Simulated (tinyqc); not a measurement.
Isochronal anneals: hydrogen passivation and dissociation of interface defects with a spread of activation energies. Computed by tinyqc, a small Python program. Command: `OMP_NUM_THREADS=1 python tinyqc.py 3010473 3010474 out.jsonl passivation walk`. One thread of a shared host (Intel(R) Xeon(R) Processor @ 2.30GHz), about 0.01 s of CPU time with the checks.

Active defects P react as P + H2 -> HP + H and HP -> P + H; released atomic hydrogen is removed. All defects start active. Activation energies are normally distributed, independently for the two reactions.

Inputs (values chosen for the exercise, for a model interface):

| quantity | value | unit |
|---|---|---|
| mean passivation energy E_f | 1.45 | eV |
| spread s_f | 0.099 | eV |
| prefactor k_f0 | 8.7e-09 | cm^3/s |
| mean dissociation energy E_d | 2.86 | eV |
| spread s_d | 0.12 | eV |
| prefactor k_d0 | 4.3e+12 | 1/s |
| dissolved hydrogen [H2] | 2.6e+17 | cm^-3 |
| anneal time t | 35 | s |

Ambient: hydrogen.

Constants: k_B = 8.617333262e-05 eV/K.

Method. a = k_f0 [H2] exp(-E_f/k_B T), b = k_d0 exp(-E_d/k_B T); the active share of one kind of site is b/(a + b) + (a/(a + b)) exp(-(a + b) t). Full average: z from -5 to 5 in steps of 0.125 with normalised weights exp(-z^2/2), energy = mean + spread x z, over both energies.

Same time, other temperatures:

| T (K) | a (1/s) | b (1/s) | active share, single energy | active share, spread |
|---|---|---|---|---|
| 450 | 1.3038e-07 | 4.0075e-20 | 1.0000e+00 | 9.9988e-01 |
| 525 | 2.7234e-05 | 1.5090e-15 | 9.9905e-01 | 9.9130e-01 |
| 600 | 1.4963e-03 | 4.0787e-12 | 9.4898e-01 | 8.5138e-01 |
| 675 | 3.3752e-02 | 1.9043e-09 | 3.0687e-01 | 3.7266e-01 |
| 750 | 4.0825e-01 | 2.6008e-07 | 1.2602e-06 | 4.3827e-02 |
| 825 | 3.1383e+00 | 1.4529e-05 | 4.6295e-06 | 1.0270e-03 |
| 900 | 1.7173e+01 | 4.1512e-04 | 2.4172e-05 | 1.8255e-04 |
| 975 | 7.2350e+01 | 7.0814e-03 | 9.7868e-05 | 5.3584e-04 |
| 1050 | 2.4820e+02 | 8.0551e-02 | 3.2444e-04 | 1.3913e-03 |
| 1125 | 7.2240e+02 | 6.6257e-01 | 9.1634e-04 | 3.2098e-03 |

What does the comparison show, and why?

The active share is lowest, 1.83e-4, at 900 K of those listed: below, passivation is too slow for this time, and above, dissociation competes. A single energy would promise 1.26e-6 (at 750 K), so among these rows the spread raises the floor by a factor 140.

Extremes, crossings and ranges named in words are read from the listed rows.
